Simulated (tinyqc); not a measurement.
# Minority-electron transport through the base of a bipolar transistor (Moll-Ross and Kroemer integrals), step by step

A worked calculation. Computed by tinyqc, a small Python program that keeps every step. Command: `OMP_NUM_THREADS=1 python tinyqc.py 3018424 3018425 out.jsonl base walk`. One thread of a shared host (Intel(R) Xeon(R) Processor @ 2.30GHz), about 0.01 s of CPU time with the checks. Intermediate numbers are printed to about 6 digits and carried at full precision; extremes and crossings named in words are read from the listed rows.

Low injection, one dimension, x from the emitter edge (0) to the collector edge (W), s = x/W. Recombination is treated as a small correction (valid for tau_B well below tau_n), computed from the stored charge.

Inputs (values chosen for the exercise, modelled on GaAs):
```
quantity                                     value        unit
intrinsic density n_i at the emitter edge  1.9e+06      1/cm^3
base doping at the emitter edge N_0        7.8e+17      1/cm^3
base width W                                    28          nm
mu_min                                        1200  cm^2/(V s)
mu_max                                        7190  cm^2/(V s)
N_ref                                        1e+17      1/cm^3
saturation velocity v_s                          1    1e7 cm/s
electron lifetime tau_n                        140          ns
emitter Gummel number G_E                  8.1e+12      s/cm^4
base-emitter voltage V_BE                     0.98           V
temperature T                                  300           K
doping ratio N_0/N(W)                           17           -
gap narrowing across the base dE_g             140         meV
```

Base doping profile: Gaussian. Gap grading: linear. Exit of the base: saturation velocity.

Constants: k_B = 8.617333262e-05 eV/K; e = 1.602176634e-19 C.

## Profile and built-in field

N(x) = N_0 (ratio)^(-s^2); n_i(x)^2 = n_i^2 exp(s dE_g/k_B T); D(x) = (k_B T/e) mu, mu = mu_min + (mu_max - mu_min)/(1 + (N/N_ref)^0.7). Field that drives electrons towards the collector, averaged over the base: (k_B T/e) ln[N_0 n_i(W)^2/(N(W) n_i^2)]/W.

Across the base:
```
s     N (1/cm^3)  n_i(x)^2/n_i^2  D (cm^2/s)   y (s/cm^5)
0.0  7.80000e+17           1.000      60.735  1.28428e+16
0.2  6.96429e+17           2.954      62.686  3.76120e+15
0.4  4.95704e+17           8.725      69.102  8.22195e+14
0.6  2.81276e+17          25.771      81.587  1.33775e+14
0.8  1.27235e+17          76.123     101.937  1.63967e+13
1.0  4.58824e+16         224.852     129.054  1.58117e+12
```

drift factor eta (potential drop in k_B T/e) = 8.24866

mean built-in field = 76.1587 kV/cm

## Collector current and transit time

With y(x) = N n_i^2/(D n_i(x)^2): base Gummel number G_B = int_0^W y dx + N(W) n_i^2/(v_s n_i(W)^2); J_C = e n_i^2 exp(e V_BE/k_B T)/G_B; n(x) = (J_C/e)(n_i(x)^2/(N n_i^2)) [int_x^W y dx + the same exit term]; transit time tau_B = (e/J_C) int n dx; trapezoid rule on 401 even points.

base Gummel number G_B = 5.62227e+09 s/cm^4

collector current density J_C = 2.98938 A/cm^2

base transit time tau_B = 0.0375306 ps

share of the exit term in G_B = 0.362942 %

mean velocity W/tau_B = 7.46058 1e7 cm/s

Plain diffusion with the D of the emitter edge would take W^2/(2D) = 0.0645 ps, 1.72 times the result. Caution: the mean velocity exceeds v_s, so drift-diffusion with a low-field mobility overstates the speed. Caution: the base is only a few mean free paths wide, so transport is partly ballistic.

## Gain and speed

Emitter-limited gain beta_E = G_E/G_B; recombination-limited gain beta_R = tau_n/tau_B; 1/beta = 1/beta_E + 1/beta_R; f_T from the base alone = 1/(2 pi tau_B).

beta_E = 1440.70

beta_R = 3.73029e+06

current gain beta = 1440.14

f_T from the base alone = 4240.67 GHz

The gain is limited mainly by hole injection into the emitter (100 % of the base current).

## What grading buys

The formulas are those given above.

The same base with other gradings:
```
dE_g (meV)  dE_g/k_B T  G_B (s/cm^4)  J_C gain  tau_B (ps)  speed gain
0               0.0000   2.11740e+10   1.00000   0.0864783     1.00000
25              0.9670   1.45293e+10   1.45733   0.0699540     1.23622
50              1.9341   1.08757e+10   1.94691   0.0587303     1.47246
75              2.9011   8.65311e+09   2.44698   0.0506731     1.70659
100             3.8682   7.17535e+09   2.95094   0.0446182     1.93819
150             5.8023   5.33068e+09   3.97210   0.0361076     2.39502
200             7.7363   4.22052e+09   5.01692   0.0303849     2.84609
300            11.6045   2.95373e+09   7.16858   0.0231281     3.73910
```

At 100 meV J_C rises by a factor 2.95 and the transit is 1.94 times faster; at 300 meV the factors are 7.17 and 3.74. For a uniform base without exit term both tend to be linear in dE_g/k_B T, J_C as x/(1 - exp(-x)) and the speed as x/2. From 0 meV on the mean velocity W/tau_B exceeds v_s, so those speed gains are overstated.

Checks made by the program: Gummel integral against a 60-point Gauss rule (relative difference 2e-06).
